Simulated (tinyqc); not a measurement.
Line constants from open and short measurements.

Question. A uniform line of length len, under a quarter wavelength, has Z_open = Zc coth(gamma len) and Z_short = Zc tanh(gamma len); gamma Zc = r + i w l and gamma/Zc = g + i w c, w = 2 pi f. Find r, l and c.

Inputs (values chosen for the exercise):
```
symbol,value,unit,meaning
len,7.9,mm,length
f,0.29,GHz,frequency
```

Zin with the far end open = 7.65088-525.73561i ohm
Zin with the far end shorted = 23.057712+4.419689i ohm

Answer. The product of the two impedances is Zc^2 and their ratio tanh^2(gamma len); the principal branch holds below a quarter wavelength.

r = 2.902 ohm/mm
l = 0.3294 nH/mm
c = 131.7 pF/m

Numbers from tinyqc (`OMP_NUM_THREADS=1 python tinyqc.py 2810185 2810186 out.jsonl`; about 0.01 s on one thread of a shared Intel Xeon 2.30GHz).
